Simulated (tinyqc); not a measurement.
Longitudinal sound in a periodic multilayer: transfer matrices, stop bands and folded phonons. Changing the frequency f. Computed by tinyqc, a small Python program. Command: `OMP_NUM_THREADS=1 python tinyqc.py 3024623 3024624 out.jsonl multilayer sweep`. One thread of a shared host (Intel(R) Xeon(R) Processor @ 2.30GHz), about 0.01 s of CPU time with the checks.

Layers 1 and 2 repeat with period d = d_1 + d_2; waves travel normal to the layers, without loss. State vector (u, s): displacement u and stress divided by omega. Impedances Z = rho v are in 1e6 kg/(m^2 s).

Inputs (values chosen for the exercise, modelled on silicon (layer 1), germanium (layer 2) and silica (substrate)):
```
quantity,value,unit
density rho_1,2.31,g/cm^3
velocity v_1,8440,m/s
thickness d_1,691,nm
density rho_2,5.4,g/cm^3
velocity v_2,4820,m/s
thickness d_2,926,nm
substrate density,2.16,g/cm^3
substrate velocity,5920,m/s
periods N,2,-
```

Method:
- Z = rho v; interface reflection r = (Z_2 - Z_1)/(Z_2 + Z_1) (stress amplitude, from 1 into 2); Bragg frequency f_B = 1/[2 (d_1/v_1 + d_2/v_2)]; long-wave velocity v_eff = d/sqrt[(d_1/v_1)^2 + (d_2/v_2)^2 + (Z_1/Z_2 + Z_2/Z_1)(d_1/v_1)(d_2/v_2)].
- A layer maps (u, s) by [[cos p, sin p/Z], [-Z sin p, cos p]], p = 2 pi f d_i/v_i; one period is M = M_2 M_1, and cos(q d) = trace(M)/2.
- For N periods A = M^N. A wave comes from a thick layer of material 1 and leaves into the substrate (Z_s): transmitted power T = 4 Z_1 Z_s/|Z_1 A_22 + Z_s A_11 - i (Z_1 Z_s A_12 - A_21)|^2, reflected power R = 1 - T.

One run for each value:
```
frequency f (GHz),trace(M)/2,transmitted power T,T in decibel (dB)
0.365,0.8056,0.85596,-0.6755
0.674,0.3887,0.87583,-0.5758
0.983,-0.1400,0.95750,-0.1886
1.290,-0.6310,0.76543,-1.1610
1.600,-0.9548,0.62475,-2.0429
1.910,-1.0152,0.71476,-1.4584
2.220,-0.7945,0.92886,-0.3205
2.530,-0.3530,0.96300,-0.1637
2.840,0.1876,0.96687,-0.1463
3.140,0.6644,0.91841,-0.3697
3.450,0.9766,0.68206,-1.6618
3.760,1.0208,0.58121,-2.3567
4.070,0.7853,0.70860,-1.4960
4.380,0.3360,0.94216,-0.2587
```

Over the rows, trace(M)/2 lies between -1.02 and 1.02 without a single trend. Rows with |trace/2| > 1 lie in stop bands: 2 of 14; the smallest T, 0.58, falls at 3.76 GHz.

Extremes, crossings and ranges named in words are read from the listed rows.
